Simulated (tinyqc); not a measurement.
# Landau-Devonshire theory of a uniaxial ferroelectric, step by step

A worked calculation. Computed by tinyqc, a small Python program that keeps every step. Command: `OMP_NUM_THREADS=1 python tinyqc.py 3004221 3004222 out.jsonl ferro walk`. One thread of a shared host (Intel(R) Xeon(R) Processor @ 2.30GHz), about 0.01 s of CPU time with the checks. Intermediate numbers are printed to about 6 digits and carried at full precision; extremes and crossings named in words are read from the listed rows.

G(P) = (alpha/2) P^2 + (beta*/4) P^4 + (gamma/6) P^6 - E P per volume, SI units, one domain, P along the polar axis, which is normal to the film.

Inputs (values chosen for the exercise, modelled on lead titanate):

| quantity | value | unit |
|---|---|---|
| alpha_0 | 760000 | J m/(C^2 K) |
| Curie-Weiss temperature T0 | 752 | K |
| beta | -2.84e+08 | J m^5/C^4 |
| gamma | 1.52e+09 | J m^9/C^6 |
| temperature T | 630 | K |
| misfit strain u_m | -0.0071 | - |
| electrostriction Q12 | -0.026 | m^4/C^2 |
| compliance s11 + s12 | 5.5e-12 | m^2/N |
| applied field E | 2.9 | MV/m |
| start of Newton steps P0/Ps | 0.35 | - |

Sample: epitaxial film.

Constants: eps_0 = 8.8541878128e-12 F/m.

## Coefficients at T

alpha = alpha_0 (T - T0*), with clamping: T0* = T0 + 4 Q12 u_m/(alpha_0 (s11 + s12)), beta* = beta + 4 Q12^2/(s11 + s12).

T0* = 928.651 K

alpha = -2.26975e+08 J m/C^2

beta* = 2.07636e+08 J m^5/C^4

Compression raises T0 by 177 K. beta* > 0: the transition is of second order, although the free crystal has a first-order one.

## Spontaneous polarisation, susceptibility, coercive field

Ps^2 = [-beta* + sqrt(beta*^2 - 4 alpha gamma)]/(2 gamma). chi = 1/(eps_0 G''), G'' = alpha + 3 beta* P^2 + 5 gamma P^4 at Ps. Ps, chi and the coercive field are for perfect screening, without a depolarising field. The intrinsic coercive field is |alpha P + beta* P^3 + gamma P^5| at the P_c where G'' = 0. 1 C/m^2 = 100 microcoulomb/cm^2.

spontaneous polarisation Ps = 56.9311 microcoulomb/cm^2

susceptibility chi = 146.050

well depth G(Ps) = -22.7042 MJ/m^3

P_c = 36.9631 microcoulomb/cm^2

intrinsic coercive field = 62.9230 MV/m

P_c/Ps = 0.649, above the 0.577 of a quartic well, as the sixth-order term matters. Real switching runs by domain nucleation at far lower fields.

## Polarisation in the field by Newton steps

Solve G'(P) = alpha P + beta* P^3 + gamma P^5 - E = 0 by P(new) = P - G'/G'' from P0; stop when the step is below 1e-11 C/m^2 (G' under 1e-6 MV/m is shown as 0).

Newton steps:

| step | P (microcoulomb/cm^2) | G' (MV/m) | G'' (MJ m/C^2) |
|---|---|---|---|
| 1 | 19.9259 | -4.60065e+01 | -190.262 |
| 2 | -4.2548 | 6.74103e+00 | -225.822 |
| 3 | -1.2697 | -1.86257e-02 | -226.874 |
| 4 | -1.2779 | 0 | -226.873 |
| 5 | -1.2779 | 0 | -226.873 |

P at the end of the steps = -1.27787 microcoulomb/cm^2

1/(eps_0 G'') there = -497.816

The steps end on a root with G'' < 0, the maximum of G between the wells: the start lay inside P_c, where the curvature is negative.

Reruns converge with start of Newton steps P0/Ps = 1.0; or with start of Newton steps P0/Ps = 2.0.

Checks made by the program: Ps against a numerical root of G'(P)/P (relative difference below 1e-10).
